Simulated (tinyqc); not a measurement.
Comparisons within one model: heterojunction of two tight-binding chains. A value that a table varies takes the place of the one given here.

Left chain: hopping -t1, sites at 2 t1 (band bottom 0). Right chain: hopping -t2, sites at dE + 2 t2 (bottom dE). t = c/(m a^2), c = hbar^2/2m0. The bond across the interface is -tc with tc = f sqrt(t1 t2), and the last left site has the extra energy U. In a chain E = bottom + 2t (1 - cos(ka)); the surface Green function of a half chain is g = -exp(ika)/t, with Im k > 0 where cos(ka) > 1.

Constants: hbar^2/2m0 = 3.80998211 eV angstrom^2.

Inputs chosen for the exercise (masses and offset of the size met at InAs / GaSb; shifted at random, so the results belong to these values and not to a real crystal):

| symbol | value | unit | meaning |
|---|---|---|---|
| a | 3 | angstrom | site spacing |
| m1 | 0.025 | m0 | mass on the left |
| m2 | 0.045 | m0 | mass on the right |
| dE | 1 | eV | band offset |
| f | 1 |  | factor on the interface hopping |
| U | 0 | eV | extra energy on the last left site |
| E | 1.034 | eV | electron energy |

## Transmission against energy, and which matching rule a chain obeys

Chain A is the junction as given; chain B has tc = sqrt(t1 t2) and U = 0; chain C has tc = t2 and U = t2 - t1, the finite-difference form of -d/dx (c/m) d/dx. Continuum formulas T = 4 x y/(x + y)^2 with parabolic k: x, y = k/m on each side (BenDaniel-Duke) or x, y = k (slope continuous).

T:

| E - dE (eV) | E (eV) | chain A | chain B | chain C | k/m matched | k matched |
|---|---|---|---|---|---|---|
| 0.002 | 1.002 | 0.2120 | 0.2120 | 0.1239 | 0.1248 | 0.2134 |
| 0.005 | 1.005 | 0.3140 | 0.3140 | 0.1885 | 0.1898 | 0.3159 |
| 0.010 | 1.010 | 0.4133 | 0.4133 | 0.2555 | 0.2571 | 0.4156 |
| 0.020 | 1.020 | 0.5299 | 0.5299 | 0.3402 | 0.3423 | 0.5326 |
| 0.050 | 1.050 | 0.6980 | 0.6980 | 0.4787 | 0.4813 | 0.7007 |
| 0.100 | 1.100 | 0.8179 | 0.8179 | 0.5965 | 0.5993 | 0.8202 |
| 0.200 | 1.200 | 0.9129 | 0.9129 | 0.7126 | 0.7155 | 0.9146 |
| 0.400 | 1.400 | 0.9720 | 0.9720 | 0.8123 | 0.8149 | 0.9729 |

How do the results move?

Chain C follows the k/m rule within 0.0028 and chain B the plain k rule within 0.0027, while the two rules differ by up to 0.2209: in B the self-energy of the right side is -t1 exp(i k2 a), so only k2 enters, and in C it is -t2 exp(i k2 a), which carries 1/m2. Chain A is chain B here.

## When the interface binds a state

A state below both bands solves E - 2 t1 - U - S1(E) - S2(E) = 0 for E < 0, with S1 = -t1 z1, S2 = -(tc^2/t2) z2 and |z| < 1 the decaying root of z + 1/z = 2 - (E - bottom)/t. Decay lengths -a/ln|z|. The threshold is the U that solves the equation at E = 0. A dash: no bound state.

Interface state:

| U (eV) | E (eV) | decay left (angstrom) | decay right (angstrom) |
|---|---|---|---|
| -1.41 | - | - | - |
| -2.82 | - | - | - |
| -4.22 | - | - | - |
| -5.16 | -0.0113 | 115.9 | 9.2 |
| -6.10 | -0.0851 | 42.3 | 8.9 |
| -7.51 | -0.2781 | 23.4 | 8.2 |
| -9.39 | -0.6435 | 15.4 | 7.2 |
| -14.08 | -1.9790 | 8.8 | 5.4 |

threshold U = -4.6937 eV

How do the results move?

The step pushes the state out, so an attraction must exceed 4.6937 eV to bind; 5 of the 8 rows are bound. At U = -14.08 eV the state decays over 8.8 angstrom to the left and 5.4 to the right, where the band lies higher.

## What each parameter does

T = 4 Im(S1) Im(S2) |G|^2 with G = 1/(E - 2 t1 - U - S1 - S2), S1 = -t1 exp(i k1 a), S2 = -(tc^2/t2) exp(i k2 a). Each row changes one parameter from the base and keeps the others.

Results:

| case | T | k1 a | k2 a |
|---|---|---|---|
| base | 0.6268 | 0.2477 | 0.0601 |
| m1 = 0.03 m0 | 0.5915 | 0.2715 | 0.0601 |
| m2 = 0.054 m0 | 0.6618 | 0.2477 | 0.0659 |
| dE = 0.95 eV | 0.7980 | 0.2477 | 0.0945 |
| f = 0.9 | 0.4252 | 0.2477 | 0.0601 |
| U = 0.2 eV | 0.6304 | 0.2477 | 0.0601 |
| a = 2.4 angstrom | 0.6278 | 0.1980 | 0.0481 |

What can be read from the table?

The largest shifts from the base row, up to three for each result and ties (the steps differ in size, so this ranks the rows, not the parameters). T: f -0.2015, dE +0.1713, m1 -0.0353. k1 a: a -0.0497, m1 +0.0238; unchanged at the printed digits by m2, dE, f and U. k2 a: dE +0.0344, a -0.0120, m2 +0.0057; unchanged at the printed digits by m1, f and U.

Computed by tinyqc, a small Python program: `OMP_NUM_THREADS=1 python tinyqc.py 1450861 1450862 out.jsonl` (the numbers bound the seed that draws the inputs); one thread of a shared host (Intel(R) Xeon(R) Processor @ 2.30GHz), about 0.01 s for the whole set of steps.
